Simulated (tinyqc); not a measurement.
Two electrons on one impurity (helium-like model): one step. Unequal orbitals. Three cases, with inputs chosen for the exercise.

Problem. Evaluate the integrals and E.

Units Ha* = 2 Ry m/eps^2 and a* = a0 eps/m. One electron is bound by Z^2/2. Two electrons in the singlet built from exp(-a r) and exp(-b r): S = 8 (ab)^(3/2)/(a + b)^3, h_aa = a^2/2 - Z a, h_bb alike, h_ab = S (ab/2 - Z (a + b)/2), J = ab (a^2 + 3ab + b^2)/(a + b)^3, K = 20 (ab)^3/(a + b)^5, E = (h_aa + h_bb + 2 S h_ab + J + K)/(1 + S^2). For a = b this is a^2 - 2 Z a + 5a/8. Real double donors are deeper, since the central cell is left out.

Case 1.

Values chosen (out of a larger set: near those of impurities in Ge; not measured data): Z = 1.7 (effective charge (1: D- centre, 2: double donor; other values mimic a central cell)); ab = (1.91, 1.1) 1/a* (trial exponents a, b).

Case 2.

Values chosen (out of a larger set: near those of impurities in cubic GaN; not measured data): Z = 2 (effective charge (1: D- centre, 2: double donor; other values mimic a central cell)); ab = (2.01, 1.41) 1/a* (trial exponents a, b).

Case 3.

Values chosen (out of a larger set: near those of impurities in Ge; not measured data): Z = 2 (effective charge (1: D- centre, 2: double donor; other values mimic a central cell)); ab = (2.18, 1.03) 1/a* (trial exponents a, b).

Give: S, h_aa, h_bb, h_ab, J, K; E.

Solution.

Case 1.

S, h_aa, h_bb, h_ab, J, K: 0.89337  -1.42295  -1.26500  -1.34720  0.85987  0.75072

E = -1.93784 Ha*

This lies 0.0127 Ha* below the best equal-orbital value -(Z - 5/16)^2.

Case 2.

S, h_aa, h_bb, h_ab, J, K: 0.95419  -1.99995  -1.82595  -1.91119  1.02948  0.97307

E = -2.86349 Ha*

This lies 0.0158 Ha* below the best equal-orbital value -(Z - 5/16)^2.

Case 3.

S, h_aa, h_bb, h_ab, J, K: 0.81380  -1.98380  -1.52955  -1.69864  0.85193  0.66433

E = -2.86463 Ha*

This lies 0.0170 Ha* below the best equal-orbital value -(Z - 5/16)^2.

Computed by tinyqc, one run a case: `OMP_NUM_THREADS=1 python tinyqc.py N N+1 out.jsonl` with N = 1281285, 1281556, 1281682; one thread of a shared Intel(R) Xeon(R) Processor @ 2.30GHz, about 0.06 s a run at most.
